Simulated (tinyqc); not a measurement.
# Contact resistivity and sheet resistance from two contact lengths

Problem. Rc = [sqrt(rc Rsh)/Wc] coth(Lc/(2 LT)), LT = sqrt(rc/Rsh), Wc = 42 nm; the second contact is twice as long as the first. Find LT, rc and Rsh.

Rc for Lc = 21 and 42 nm (ohm): 283.348880  158.000075

Answer. With t = tanh(Lc/(2 LT)) for the shorter contact, the resistance of the longer over that of the shorter is (1 + t^2)/2. Then sqrt(rc Rsh) = Rc t Wc, and rc and Rsh follow by multiplying and dividing by LT.

LT = 29.70 nm
rc = 1.200e-9 ohm cm^2
Rsh = 136.0 ohm

Program tinyqc, `OMP_NUM_THREADS=1 python tinyqc.py 2170007 2170008 out.jsonl`; Intel Xeon 2.30GHz, shared host, one thread, about 0.02 s.
